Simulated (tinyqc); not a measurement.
# Layer from its matrix

Problem. For (psi, psi'/m) a flat barrier below its edge has M = [[cosh Kd, (m/K) sinh Kd], [(K/m) sinh Kd, cosh Kd]], K = sqrt(m (U - E)/C), C = hbar^2/(2 m0). Its width is d = 0.7 nm. Find K, m and U.

Parameters, values chosen for the exercise: electron energy E = 0.626 eV.

Constants: q = 1.602176634e-19 C, hbar = 1.054571817e-34 J s, m0 = 9.1093837015e-31 kg, hbar^2/(2 m0) = 0.0380998212 eV nm^2. Results are converted to the units shown.

M of the layer (M12 in nm, M21 in 1/nm):

|  | 1 | 2 |
|---|---|---|
| 1 | 1.2764219 | 0.083972023 |
| 2 | 7.4936016 | 1.2764219 |

Answer. K = arcosh(M11)/d, m/K = sqrt(M12/M21), and U = E + C K^2/m.

K = 1.04 1/nm
m = 0.110 m0
U = 1.00 eV

Computed by the program tinyqc: `OMP_NUM_THREADS=1 python tinyqc.py 2560021 2560022 out.jsonl`, one thread of a shared Intel Xeon 2.30GHz, about 0.03 s for the whole run.
